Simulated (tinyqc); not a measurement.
From one set of inputs to another, one input at a time: chemical vapour deposition: Grove model, boundary layer, depletion and step coverage. Computed by tinyqc, a small Python program. Command: `OMP_NUM_THREADS=1 python tinyqc.py 3004904 3004905 out.jsonl cvd ladder`. One thread of a shared host (Intel(R) Xeon(R) Processor @ 2.30GHz), about 0.02 s of CPU time with the checks.

A precursor diffuses to the surface and reacts there at first order; each molecule that reacts adds one formula unit of film.

The inputs printed are set A. Set A is close to those used for silicon dioxide from an alkoxysilane; the values taken over come from a set close to those used for tungsten from its fluoride. Inputs not listed in the table keep their values of set A, so the rows need not describe a real material.

Inputs (values chosen for the exercise, close to those used for silicon dioxide from an alkoxysilane):
```
quantity                                            value                unit
prefactor k0 of k_s                               2.4e+10                cm/s
activation energy E                                  1.97                  eV
temperature T                                         690                   C
total pressure p                                      170                torr
mole fraction of the precursor Y                   0.0093                   -
gas diffusivity D0 at 273.15 K and 760 torr          0.26              cm^2/s
film density N                                    2.2e+22  formula units/cm^3
precursor mass M                                      208                   u
trench width w                                       0.03                  um
aspect ratio of the trench                            6.2                   -
gas velocity U                                        9.4                cm/s
kinematic viscosity nu0 at 273.15 K and 760 torr     0.72              cm^2/s
susceptor length L                                     47                  cm
channel height b                                      8.7                  cm
```

Reactor: horizontal, reduced pressure.

Constants: k_B = 1.380649e-23 J/K; u = 1.6605390666e-27 kg; k_B = 8.617333262e-05 eV/K.

Method:
- k_s = k0 exp(-E/(k_B T)); C_g = Y p/(k_B T), 1 torr = 133.322 Pa; D = D0 (T/273.15)^1.75 (760/p).
- Temperatures in kelvin are T(C) + 273.15.
- Mean speed c = sqrt(8 k_B T/(pi M)); reactive sticking probability beta = 4 k_s/c.
- nu = nu0 (T/273.15)^1.75 (760/p); Re = U L/nu; mean boundary layer delta = (2/3) L/sqrt(Re), at most b/2; h_g = D/delta.
- Fluxes in series: C_s = C_g/(1 + k_s/h_g); growth rate G = k_s h_g/(k_s + h_g) C_g/N; 1 cm/s = 6e8 nm/min.
- Plug flow: U b dC/dx = -k_eff C with k_eff = k_s h_g/(k_s + h_g), so C falls as exp(-k_eff x/(U b)); the used share of the precursor is 1 - C(L)/C(0).
- In a long trench of width w and depth l = aspect ratio x w: Knudsen diffusivity D_K = (2w) c/3 (hydraulic diameter 2w), combined as 1/D_e = 1/D_K + 1/D; D_e d2C/dz2 = 2 k_s C/w with D_e dC/dz = -k_s C at the floor. With m = sqrt(2 k_s/(w D_e)): C(floor)/C(top) = 1/[cosh(m l) + (k_s/(D_e m)) sinh(m l)].

Each row keeps all changes above it:
```
input moved                                                       from           to  growth rate G at the inlet (nm/min)  rate at the outlet over rate at the inlet  step coverage
set A                                                                -            -                                343.2                                     0.6337         0.9975
mole fraction of the precursor Y                                0.0093       0.0022                                 81.2                                     0.6337         0.9975
temperature T (C)                                                  690          530                                  1.3                                     0.9941         1.0000
gas velocity U (cm/s)                                              9.4           19                                  1.3                                     0.9971         1.0000
trench width w (um)                                               0.03        0.094                                  1.3                                     0.9971         1.0000
aspect ratio of the trench                                         6.2           24                                  1.3                                     0.9971         0.9997
prefactor k0 of k_s (cm/s) and activation energy E (eV)  2.4e+10, 1.97  4500, 0.729                                 13.8                                     0.9686         0.9962
```

Where does the difference come from?

Growth rate G at the inlet goes from 343 to 13.8, a factor 0.0401 in all. The largest single move comes from temperature T (a factor 0.0157), and prefactor k0 of k_s with activation energy E works against it (a factor 10.8). Rate at the outlet over rate at the inlet goes from 0.634 to 0.969, a factor 1.53 in all. The largest single move comes from temperature T (a factor 1.57). Step coverage goes from 0.997 to 0.996, a factor 0.99868 in all. The largest single move comes from prefactor k0 of k_s with activation energy E (a factor 0.9965), and temperature T works against it (a factor 1.0025). The single moves hold for this order of the switches; the total does not depend on the order.

Caution (all rows): the boundary layer is capped at b/2, so U, L and nu no longer affect h_g. Caution (all rows): the hydraulic-diameter form of D_K is rough for a slit.

Extremes, crossings and ranges named in words are read from the listed rows.
